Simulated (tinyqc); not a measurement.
Semiconducting tubes compared: carbon nanotube by zone folding.

Circumference C = n a1 + m a2, a = sqrt3 acc; d = a sqrt(n^2 + nm + m^2)/pi; tan(theta) = sqrt3 m/(2n + m); dR = gcd(2n + m, 2m + n); T = t1 a1 + t2 a2 with t1 = (2m + n)/dR, t2 = -(2n + m)/dR, |T| = sqrt3 pi d/dR; N = 2 (n^2 + nm + m^2)/dR hexagons a cell. On cutting line mu = 0 to N - 1 at x = k|T|/(2 pi) the phases are p1 = 2 pi (-t2 mu + m x)/N, p2 = 2 pi (t1 mu - n x)/N, and E = -/+ t |1 + exp(i p1) + exp(i p2)|.

Values chosen for the exercise (out of a larger set: near those used for carbon; not measured data):
- t = 2.94 eV (hopping)
- acc = 1.42 angstrom (bond length)
- tubes = ((16, 15), (6, 2), (8, 6), (10, 2), (12, 7), (12, 2), (11, 1)) (pairs (n, m))

E11 and E22 are twice the two lowest band edges; the cone gives E11 d = 2 t acc and E22/E11 = 2.

Tubes:
```
(n,m)    d (angstrom)  theta (deg)  (n - m) mod 3  E11 (eV)  E22 (eV)  E11 d/(2 t acc)  E22/E11
(16,15)         21.02         28.9              1    0.3966    0.7930            0.999    1.999
(6,2)            5.65         13.9              1    1.4237    3.0429            0.963    2.137
(8,6)            9.52         25.3              2    0.8788    1.7083            1.002    1.944
(10,2)           8.72          8.9              2    0.9789    1.8081            1.022    1.847
(12,7)          13.03         21.4              2    0.6448    1.2529            1.006    1.943
(12,2)          10.27          7.6              1    0.7948    1.6857            0.977    2.121
(11,1)           9.03          4.3              1    0.8998    1.9322            0.973    2.147
```

E11 follows 1/d first. For mod 1 the scaled E11 lies below one (0.963 to 0.999) and E22/E11 on both sides of two (1.999 to 2.147). For mod 2 the scaled E11 lies above one (1.002 to 1.022) and E22/E11 below two (1.847 to 1.944). The largest departure of the scaled E11 is that of (6,2); warping acts as cos(3 theta)/d, most for thin tubes near zigzag. Below about 8 angstrom curvature, left out of zone folding, changes the gaps further.

Computed by tinyqc, a small Python program: `OMP_NUM_THREADS=1 python tinyqc.py 1451555 1451556 out.jsonl` (the numbers bound the seed that draws the inputs); one thread of a shared host (Intel(R) Xeon(R) Processor @ 2.30GHz), about 0.02 s for the whole set of steps.
